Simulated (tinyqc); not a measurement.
Inside a calculation. Model: deep-level transient spectroscopy.

Numbers from tinyqc (`OMP_NUM_THREADS=1 python tinyqc.py 2050137 2050138 out.jsonl`; about 0.01 s on one thread of a shared Intel Xeon 2.30GHz). Printed values are rounded.

Schottky contact on an n-type layer with shallow donors Nd (all ionised) and a donor-like deep trap, neutral when filled and positive when empty; depletion approximation. Traps within lam of the depletion edge stay filled. A long pulse to Vp fills the traps beyond x1 = Wp - lam; back at Vr those between x1 and x2 = Wr - lam emit. A rate window reads S = C(t2) - C(t1).

Values chosen for this exercise; material values close to those of 4H silicon carbide: relative permittivity eps_r = 9.58; conduction-band density of states at 300 K Nc = 1.73e19 cm^-3; thermal velocity at 300 K vth = 1.9e7 cm/s; shallow donor density Nd = 8.7e15 cm^-3; built-in voltage Vbi = 1.27 V; depth of the trap below the conduction edge Et = 0.11 eV; capture cross-section sn = 6.3e-16 cm^2; trap density Nt = 1.2e15 cm^-3; reverse bias Vr = 5.1 V; reverse bias during the filling pulse Vp = 0 V; first sampling time t1 = 0.1 ms; second sampling time t2 = 0.4 ms; temperature of the transient T = 82 K.

Constants: q = 1.602176634e-19 C, kB = 1.380649e-23 J/K, eps0 = 8.8541878128e-14 F/cm where lengths are in cm. Results are converted to the units shown.

Range of the model: Below about 110 K shallow donors begin to freeze out, which the model ignores. With Nt above a tenth of Nd the edge x2 moves during the transient, which this model holds fixed, and the transient is not a plain exponential.

## Emission rate and rate window

Emission rate en = sn vth(T) Nc(T) exp(-Et/kB T) = sn g T^2 exp(-Et/kB T), g = vth Nc/(300 K)^2, as vth goes as T^0.5 and Nc as T^1.5 (degeneracy factor 1). For an exponential transient S peaks where en = ew = ln(t2/t1)/(t2 - t1).

g = 3.65222e21 cm^-2 s^-1 K^-2
en = 2684.40 1/s
1/en = 0.372523 ms
ew = 4620.98 1/s

## Widths

lam = sqrt(2 eps0 eps_r (EF - ET)/(q Nd)), EF - ET = Et - (kB T/q) ln(Nc(T)/Nd), Nc(T) = Nc (T/300 K)^1.5. In the steady state at the band bending V, 2 eps0 eps_r V/q = Nd W^2 + Nt (W - lam)^2 (the second term only if W > lam). V = Vbi + Vr gives Wr and V = Vbi + Vp gives Wp; x1 = max(Wp - lam, 0).

lam = 92.3531 nm
Wr = 836.052 nm
Wp = 378.514 nm
x1 = 286.161 nm
x2 = 743.699 nm
G = (x2^2 - x1^2)/Wr^2 = 0.674123

The rule Nt = 2 Nd |dC|/C assumes G = 1 and would understate Nt by a factor of about 1/G = 1.48 here (the limit of small Nt/Nd).

## The transient

t, sample 0 to 6 (ms): 0  0.05  0.1  0.25  0.4  0.8  2

W(t)^2 = Wr^2 + (Nt/Nd)(x2^2 - x1^2) exp(-en t), C = eps0 eps_r/W; for small Nt, dC/C = -(Nt/2 Nd) G exp(-en t) with G = (x2^2 - x1^2)/Wr^2. S = C(t2) - C(t1).

```
sample	C (nF/cm^2)	C - C(final) (pF/cm^2)
0	9.70452	-441.148
1	9.75679	-388.881
2	9.80319	-342.480
3	9.91284	-232.832
4	9.98823	-157.442
5	10.0910	-54.636
6	10.1435	-2.197
```

S = 185.038 pF/cm^2

## Step 1: peak temperature

T at the start = 300 K

Fixed-point step for en(T) = ew: T(new) = (Et q/kB)/ln(sn g T^2/ew), g = vth Nc/(300 K)^2.

T after step 1 = 72.4541 K

## Course of the iteration for the peak temperature

Start from 300 K; stop when T changes by less than 1e-8 K.

Course of the iteration:
```
step	T (K)	change (K)
1	72.4541	228
2	86.3878	13.9
3	84.3790	2.01
4	84.6423	0.263
5	84.6073	0.0350
6	84.6119	4.63e-3
7	84.6113	6.14e-4
8	84.6114	8.14e-5
9	84.6114	1.08e-5
10	84.6114	1.43e-6
11	84.6114	1.90e-7
12	84.6114	2.51e-8
13	84.6114	3.33e-9
```

Converged in 13 steps; each multiplies the error by -2 kB T/Et = -0.13.
